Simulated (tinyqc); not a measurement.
# MOSFET with velocity saturation and source resistance, step by step

Numbers from tinyqc (`OMP_NUM_THREADS=1 python tinyqc.py 2500032 2500033 out.jsonl`; about 0.01 s on one thread of a shared Intel Xeon 2.30GHz). Printed values are rounded.

Strong inversion, charge Q = Cox (Vg - m V) at channel potential V with Vg the gate overdrive, and drift velocity v = mu E/(1 + mu E/vsat). Integrating along the channel gives I = mu Cox (1/L)(Vg Vd - m Vd^2/2)/(1 + Vd/Vc) per width, Vc = vsat L/mu, which peaks at Vdsat. Units: I in uA/um, Rs in ohm um, so the drop over Rs is 1e-6 I Rs volts.

Inputs (values chosen for the exercise):
- Cox = 0.51 uF/cm^2 (gate capacitance)
- mu0 = 480 cm^2/(V s) (mobility at low gate voltage)
- th = 0 1/V (mobility degradation)
- vsat = 8.1e6 cm/s (saturation velocity)
- m = 1.28 (body factor)
- VT = 0.46 V (threshold)
- L = 2 um (channel length)
- Rs = 100 ohm um (source resistance)
- Vgs = 1.8 V (gate voltage)

## Saturation without source resistance

Vg = Vgs - VT (0 if negative), mu = mu0/(1 + th Vg), Vc = vsat L/mu, x = sqrt(1 + 2 Vg/(m Vc)), Vdsat = 2 Vg/(m (1 + x)), Isat = Cox vsat Vg (x - 1)/(x + 1) per width. Long-channel limit: mu Cox Vg^2/(2 m L); short-channel limit: Cox vsat Vg.

Vg = 1.34 V
mu = 480 cm^2/(V s)
Vc = 3.375 V
Vdsat = 0.921165 V
Isat = 66.4716 uA/um
long-channel limit = 85.8521 uA/um
short-channel limit = 553.554 uA/um

Isat is 0.774 of the long-channel and 0.120 of the short-channel limit.

## Iteration 1: saturation current with source resistance

I at the start = 0 uA/um

Vg = Vgs - I Rs - VT (0 if negative), mu = mu0/(1 + th Vg), Vc = vsat L/mu, x = sqrt(1 + 2 Vg/(m Vc)), Vdsat = 2 Vg/(m (1 + x)), Isat = Cox vsat Vg (x - 1)/(x + 1) per width. I(new) = Isat.

Vg = 1.34 V
mu = 480 cm^2/(V s)
Vc = 3.375 V
Vdsat = 0.921165 V
Isat = 66.4716 uA/um
I after iteration 1 = 66.4716 uA/um

## Iteration 2: saturation current with source resistance

As before.

Vg = 1.33335 V
mu = 480 cm^2/(V s)
Vc = 3.375 V
Vdsat = 0.917083 V
Isat = 65.8838 uA/um
I after iteration 2 = 65.8838 uA/um

## Course of the iteration: saturation current with source resistance

Stop when I changes by less than 1e-6 uA/um, or after 80 iterations.

Course of the iteration:
```
iteration  I (uA/um)  |change| (uA/um)
1            66.4716              66.5
2            65.8838             0.588
3            65.8890           5.19e-3
4            65.8890           4.58e-5
5            65.8890           4.04e-7
```

Converged in 5 iterations. At the end each change is about 0.0088 times the one before, with alternating sign: linear convergence. The resistance lowers Isat by 0.876 %.
